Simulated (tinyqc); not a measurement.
## Off-state leakage of single and stacked transistors: subthreshold current against the height of the stack

n-channel devices of unit width. Subthreshold current I(Vg, Vs, Vd) = I0 (T/300 K)^0.5 exp[(Vg - Vs - VT(T) - gb (Vs - Vb) + dd (Vd - Vs))/(nf Vt)] (1 - exp(-(Vd - Vs)/Vt)), VT(T) = VT - cT (T - 300 K). Gate-edge tunnelling Ig (Vd/1 V) exp(ag (Vd - 1 V)), for a gate at 0 V, and band-to-band leakage Ab u exp(-Bb/u), u = Vd - Vb + 1 V, flow at a drain held at V; both are taken as independent of T. In a stack of off transistors (all gates at 0 V) the same subthreshold current passes through each.

All n gates at 0 V, bottom source at 0 V, top drain at V; node voltages follow from equal currents.

Parameters, values chosen for the exercise; values of the order met in bulk silicon logic transistors: temperature T = 300 K; supply voltage V = 0.9 V; threshold at 300 K, zero drain and body bias VT = 0.49 V; fall of the threshold with temperature cT = 0.8 mV/K; current at threshold at 300 K I0 = 0.37 uA/um; slope factor nf = 1.18; drain-induced lowering per volt dd = 0.18; rise of the threshold per volt of source-body bias gb = 0.08; body voltage Vb = 0 V.

Constants: q = 1.602176634e-19 C, kB = 1.380649e-23 J/K, Vt = kB T/q. Results are converted to the units shown.

Subthreshold current against the height of the stack:
columns A: n; B: I (nA/um); C: reduction factor; D: drain voltage of the bottom device (mV); E: source voltage of the top device (mV); F: voltage across the top device (V)
```
A         B      C      D      E       F
1  0.007917  1.000  900.0      0  0.9000
2  7.510e-5  105.4  112.8  112.8  0.7872
3  2.908e-5  272.2  26.21  135.7  0.7643
4  1.768e-5  447.8  13.92  147.8  0.7522
5  1.263e-5  626.6  9.429  155.9  0.7441
6  9.811e-6  807.0  7.114  162.1  0.7379
```

What does the table show?

The second transistor cuts the current by a factor of 105, the third by a further 2.58 and the sixth by 1.29. The top device keeps 82.0 % of the supply at n = 6, while the drain voltage of the bottom one falls to 0.275 Vt.

Program tinyqc, `OMP_NUM_THREADS=1 python tinyqc.py 2242232 2242233 out.jsonl`; Intel Xeon 2.30GHz, shared host, one thread, about 0.03 s.
